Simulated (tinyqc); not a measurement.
Pressure series at fixed power: global model of a low-pressure process discharge: electron temperature, density, ion flux and ion energy. Computed by tinyqc, a small Python program. Command: `OMP_NUM_THREADS=1 python tinyqc.py 3113283 3113284 out.jsonl plasma walk`. One thread of a shared host (Intel(R) Xeon(R) Processor @ 2.30GHz), about 0.01 s of CPU time with the checks.

Maxwellian electrons with temperature T_e in eV, one positive ion, no negative ions, uniform bulk density n; rate constants have the Arrhenius form.

Inputs (values chosen for the exercise, of the order of those of an inductive discharge in a simple atomic gas):
```
quantity                      value   unit
ion mass M                     35.5      u
ionisation prefactor K0     6.2e-14  m^3/s
ionisation energy E_iz         14.3     eV
excitation prefactor X0     6.8e-15  m^3/s
excitation energy E_ex         9.14     eV
elastic rate constant K_el    5e-14  m^3/s
ion-neutral cross section   8.4e-19    m^2
gas temperature T_g             300      K
radius R                         10     cm
height L                         18     cm
absorbed power P                200      W
```

Constants: k_B = 1.380649e-23 J/K; e = 1.602176634e-19 C; u = 1.6605390666e-27 kg; m_0 = 9.1093837015e-31 kg.

Method:
- n_g = p/(k_B T_g), lambda_i = 1/(n_g sigma), K_iz = K0 exp(-E_iz/T_e), h_L = 0.86/sqrt(3 + L/(2 lambda_i)), h_R = 0.8/sqrt(4 + R/lambda_i), A_eff = 2 pi R^2 h_L + 2 pi R L h_R and d_eff = pi R^2 L/A_eff follow p.
- Particle balance: K0 exp(-E_iz/T_e) n_g d_eff = u_B, u_B = sqrt(e T_e/M).
- E_c = E_iz + (X0 exp(-E_ex/T_e) E_ex + K_el (3 m_0/M) T_e)/K_iz; E_T = E_c + (5/2) T_e + (T_e/2) ln(M/(2 pi m_0)); n = P/(e u_B A_eff E_T); J = e h_L n u_B. Pressures without a root below 2 E_iz are left out.

Against pressure:
```
p (Pa)  T_e (eV)  E_c (eV)  E_T (eV)  n (1/cm^3)  J (mA/cm^2)
0.1       3.8060    18.195    45.294  1.3944e+11       2.8132
0.2       3.0329    19.808    41.401  1.9878e+11       3.0493
0.5       2.3659    23.214    40.059  3.1049e+11       3.1154
1.0       2.0164    27.345    41.702  4.2505e+11       2.9741
2.0       1.7522    33.584    46.060  5.6065e+11       2.6822
5.0       1.4911    47.027    57.644  7.4814e+11       2.1374
10.0      1.3396    63.659    73.197  8.7121e+11       1.6817
20.0      1.2162    89.881    98.540  9.5616e+11       1.2486
```

What does the comparison show, and why?

T_e falls from 3.81 to 1.22 eV, n changes by a factor 6.9 and J by 0.44; in J = P h_L/(A_eff E_T), E_T changes by a factor 2.18 and is least at 0.5 Pa, between wall losses at high T_e and excitation losses at low T_e.

Extremes, crossings and ranges named in words are read from the listed rows.
